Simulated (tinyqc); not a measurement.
Inside a calculation. Method: LDA (VWN5) atom on a uniform radial grid, spin-unpolarised, for Be. Computed by tinyqc, a small Python program that keeps every step. Settings: Z = 4, points = 256, R = 10.4, functional = lda,vwn, mixing = 0.4, iteration cap = 87. Command: `OMP_NUM_THREADS=1 python tinyqc.py 27926 27927 out.jsonl` (the two numbers bound the seeds that draw the settings). One thread of a shared host (Intel(R) Xeon(R) Processor @ 2.60GHz), about 0.6 s of CPU time with the checks. Later iterations appear only in the table of the cycle.

## Iteration 1

Spherical atom on a uniform radial grid r_j = j h with h = R/(N + 1), h sum u^2 = 1 and integrals as h times sums, u(0) = u(R) = 0 (atomic units):
```
parameter            value
Z                        4
points N               256
R                10.400000
h                 0.040467
mixing            0.400000
electrons in 1s          2
electrons in 2s          2
```

Three-point differences turn -u''/2 + [l(l+1)/2r^2 - Z/r + V] u = e u into a tridiagonal matrix (diagonal 1/h^2 + potential, off-diagonal -1/2h^2). D = sum f u^2; the Hartree potential y/r solves y'' = -D/r with y(0) = 0, y(R) = N_e; v_xc comes from rho = D/(4 pi r^2); E = sum f e - int D V + int D (V_H/2 + eps_xc); V(new) = V + mixing (V_H + v_xc - V).

eigenvalues (hartree): [-7.948273, -1.996736]

Every 16th grid point:
```
r              V in     u(1s)      u(2s)         D       V_H       v_xc
0.647471   0.000000  0.780935  -0.292555  1.390895  4.539496  -0.700385
1.294942   0.000000  0.118502  -0.873051  1.552523  2.835989  -0.471251
1.942412   0.000000  0.013487  -0.652399  0.851611  2.024059  -0.305833
2.589883   0.000000  0.001364  -0.345830  0.239201  1.540162  -0.175170
3.237354   0.000000  0.000129  -0.155342  0.048262  1.235096  -0.095007
3.884825   0.000000  0.000012  -0.063234  0.007997  1.029597  -0.049786
4.532296   0.000000  1.04e-06  -0.024109  0.001162  0.882550  -0.025314
5.179767   0.000000  9.04e-08  -0.008772  0.000154  0.772235  -0.012503
5.827237   0.000000  7.72e-09  -0.003082  0.000019  0.686432  -0.006014
6.474708   0.000000  6.51e-10  -0.001053  2.22e-06  0.617788  -0.002829
7.122179   0.000000  5.43e-11  -0.000352  2.48e-07  0.561626  -0.001308
7.769650   0.000000         0  -0.000116  2.68e-08  0.514824  -0.000597
8.417121   0.000000         0  -0.000037  2.80e-09  0.475222  -0.000269
9.064591   0.000000         0  -0.000012  2.82e-10  0.441277  -0.000120
9.712062   0.000000         0  -3.46e-06  2.39e-11  0.411859  -0.000051
10.359533  0.000000         0  -1.60e-07         0  0.386118   0.000000
```

total energy = -13.46379602 hartree

## Iteration 2

As before.

eigenvalues (hartree): [-5.923157, -1.097651]

Every 16th grid point:
```
r              V in     u(1s)      u(2s)         D       V_H       v_xc
0.647471   1.535644  0.822380  -0.162993  1.405752  4.300754  -0.702715
1.294942   0.945895  0.154304  -0.756189  1.191264  2.704362  -0.434328
1.942412   0.687290  0.022711  -0.717223  1.029849  1.978779  -0.324055
2.589883   0.545997  0.003035  -0.486695  0.473763  1.528759  -0.215136
3.237354   0.456035  0.000385  -0.282780  0.159929  1.232673  -0.135852
3.884825   0.391925  0.000047  -0.150248  0.045149  1.029131  -0.083537
4.532296   0.342894  0.000006  -0.075360  0.011358  0.882466  -0.050425
5.179767   0.303893  6.74e-07  -0.036317  0.002638  0.772220  -0.029948
5.827237   0.272167  7.89e-08  -0.016996  0.000578  0.686429  -0.017511
6.474708   0.245984  9.16e-09  -0.007777  0.000121  0.617788  -0.010089
7.122179   0.224127  1.06e-09  -0.003495  0.000024  0.561626  -0.005736
7.769650   0.205691  1.21e-10  -0.001547  4.79e-06  0.514824  -0.003223
8.417121   0.189981  1.38e-11  -0.000674  9.09e-07  0.475222  -0.001789
9.064591   0.176463         0  -0.000285  1.62e-07  0.441277  -0.000973
9.712062   0.164723         0  -0.000105  2.22e-08  0.411859  -0.000485
10.359533  0.154447         0  -0.000005  5.91e-11  0.386118  -0.000065
```

total energy = -14.04328154 hartree

## Convergence

Stop when input and output potentials agree to 1e-7.

Course of the cycle (hartree):
```
iteration             E      e(1s)      e(2s)  largest |V(out) - V(in)|
1          -13.46379602  -7.948273  -1.996736                  6.63e+00
2          -14.04328154  -5.923157  -1.097651                  3.41e+00
3          -14.25193308  -4.866185  -0.652956                  1.70e+00
4          -14.32001819  -4.327559  -0.431158                  8.21e-01
5          -14.34014228  -4.060177  -0.319790                  3.89e-01
6          -14.34557561  -3.930735  -0.263606                  1.81e-01
7          -14.34694585  -3.869381  -0.235130                  8.38e-02
8          -14.34727726  -3.840787  -0.220610                  3.87e-02
9          -14.34735584  -3.827651  -0.213149                  1.78e-02
10         -14.34737439  -3.821703  -0.209281                  8.20e-03
11         -14.34737882  -3.819053  -0.207256                  3.76e-03
...                 ...        ...        ...                       ...
22         -14.34738026  -3.817129  -0.204928                  1.39e-05
23         -14.34738026  -3.817130  -0.204927                  8.45e-06
24         -14.34738026  -3.817131  -0.204926                  5.11e-06
25         -14.34738026  -3.817131  -0.204925                  3.08e-06
26         -14.34738026  -3.817132  -0.204925                  1.85e-06
27         -14.34738026  -3.817132  -0.204925                  1.12e-06
28         -14.34738026  -3.817132  -0.204924                  6.71e-07
29         -14.34738026  -3.817132  -0.204924                  4.04e-07
30         -14.34738026  -3.817132  -0.204924                  2.43e-07
31         -14.34738026  -3.817132  -0.204924                  1.46e-07
32         -14.34738026  -3.817132  -0.204924                  8.78e-08
```

Converged in 32 iterations. A uniform grid resolves the cusp poorly: for a bare nucleus this grid gives 1s at -7.94827 against -Z^2/2 = -8 hartree. Before convergence this energy mixes input and output and is not variational, so it may rise towards its limit.
